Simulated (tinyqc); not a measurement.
Levels of description: finite square well with mass mismatch (envelope functions).

A square well of width L and depth V0, mass mw inside and mb outside, energies from the bottom of the well, c = hbar^2/2m0. k = sqrt(mw E/c), kappa = sqrt(mb (V0 - E)/c). psi and psi'/m are continuous at the walls (BenDaniel-Duke), so level n solves k L + 2 atan[(k/mw)/(kappa/mb)] = n pi.

Non-parabolic bands: mw is replaced by mw (1 + alpha_w E) and mb by mb (1 - alpha_b (V0 - E)), in k, kappa and the matching condition alike.

Constants: hbar^2/2m0 = 3.80998211 eV angstrom^2.

Values chosen for the exercise (near those of the heavy valleys of a Si film in SiO2; shifted at random, so the results belong to these values and not to a real crystal): L = 19 angstrom (well width); V0 = 3.086 eV (barrier height); mw = 0.911 m0 (mass in the well); mb = 0.507 m0 (mass in the barrier); alpha_w = 0.48 1/eV (non-parabolicity in the well); alpha_b = 0.16 1/eV (non-parabolicity in the barrier).

The same well five ways. mb = mw: the barrier takes the mass of the well. psi' continuous: kappa holds mb but the condition drops the masses, k L + 2 atan(k/kappa) = n pi. The last column is measured against BenDaniel-Duke.

Cases:
```
model
infinite walls
mb = mw
BenDaniel-Duke
psi' continuous
non-parabolic
```

Rank the cases by E1, lowest first.

Answer: psi' continuous, mb = mw, BenDaniel-Duke, non-parabolic, infinite walls.

Levels (eV):
```
model                E1      E2      E3  E1 - E1(BDD) (meV)
infinite walls   0.1143  0.4574  1.0291                18.5
mb = mw          0.0906  0.3613  0.8079                -5.2
BenDaniel-Duke   0.0958  0.3813  0.8495                 0.0
psi' continuous  0.0844  0.3383  0.7629               -11.4
non-parabolic    0.0965  0.3477  0.6886                 0.7
```

Hard walls put E1 18.5 meV too high. Ignoring the mass step moves it by -5.2 meV and the wrong matching by -11.4 meV: with mb/mw = 0.56, continuity of psi'/m lets the slope outside be 0.56 times the slope inside, which acts like a harder wall. Non-parabolicity shifts E1 by +0.7 meV, the balance of a heavier mass in the well, which lowers it, and a lighter mass deep in the barrier, which hardens the wall. Among the finite wells the largest departure in E1 is that of the model 'psi' continuous'.

Program tinyqc; command `OMP_NUM_THREADS=1 python tinyqc.py 1282126 1282127 out.jsonl`; about 0.01 s on one thread of a shared Intel(R) Xeon(R) Processor @ 2.30GHz.
